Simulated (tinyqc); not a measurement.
Smearing for a one-band metal on the fcc lattice, step by step. Values are carried at full precision from step to step, so a last printed digit may differ when a step is redone from the rounded ones.

Lattice vectors (units of a): a1 = (0, 1/2, 1/2), a2 = (1/2, 0, 1/2), a3 = (1/2, 1/2, 0). E(k) = -t A_1(k) - t2 A_2(k), A_m the sum of cos(k . R) over the 12 nearest and 6 second lattice vectors. Mesh k = sum (j_i/N) b_i, j_i = 0 .. N-1.

Values chosen for the exercise: t = 1.24 eV (nearest hopping); t2 = 0.28 eV (second hopping); N = 4 (unshifted mesh); ne = 1.28 (electrons per cell); sigma = 0.248 eV (width).

## Levels on the mesh

Evaluate the band and collect equal energies with their counts.

Distinct levels:
```
E_k (eV)  points
-16.5600       1
-7.4400        8
-5.5200        6
0.5600        12
1.6800         4
2.4800        24
3.2800         3
4.4000         6
```

8 distinct levels; the mean spacing is 2.994 eV.

## Fermi level with Gaussian smearing

With x = (E_k - mu)/sigma: Gaussian f = erfc(x)/2, s = exp(-x^2)/(2 sqrt(pi)). With weights w = points/N^d (d the dimension), mu solves 2 sum w f = ne; E = 2 sum w f E_k, S = 2 sum w s, F = E - sigma S.

Weights w = points/total. Bisection from the lowest and highest level; ten steps are shown.

Bisection:
```
step  low (eV)  high (eV)  mu (eV)  electrons
1     -16.5600     4.4000  -6.0800     0.2814
2      -6.0800     4.4000  -0.8400     0.4688
3      -0.8400     4.4000   1.7800     0.9332
4       1.7800     4.4000   3.0900     1.7316
5       1.7800     3.0900   2.4350     1.2678
6       2.4350     3.0900   2.7625     1.6787
7       2.4350     2.7625   2.5987     1.5319
8       2.4350     2.5987   2.5169     1.4062
9       2.4350     2.5169   2.4759     1.3368
10      2.4350     2.4759   2.4555     1.3020
```

## Occupations and energies

Converge mu, then list x, f and s of each level and form the sums.

mu = 2.4423 eV

x, f and s of each level:
```
E_k (eV)       x       f       s
-16.5600  -76.62  1.0000  0.0000
-7.4400   -39.85  1.0000  0.0000
-5.5200   -32.11  1.0000  0.0000
0.5600     -7.59  1.0000  0.0000
1.6800     -3.07  1.0000  0.0000
2.4800      0.15  0.4150  0.2757
3.2800      3.38  0.0000  0.0000
4.4000      7.89  0.0000  0.0000
```

E = -2.2206 eV
S = 0.2068
F = -2.2719 eV
(E + F)/2 = -2.2462 eV

Levels with f between 0.001 and 0.999: 1. (E + F)/2 removes the term in sigma^2 for this scheme. That argument needs a smooth density of states, and the number of distinct levels within 2 sigma of mu is only 1, so it may fail on this mesh.

## Checks

- The slope dF/d sigma by finite differences against -S: both -0.20675.
- The slope dF/d ne by finite differences against mu (eV): both 2.4423.

Run: tinyqc, `OMP_NUM_THREADS=1 python tinyqc.py 1681221 1681222 out.jsonl`; Intel(R) Xeon(R) Processor @ 2.30GHz, one thread, shared host; about 0.3 s of CPU time with all checks.
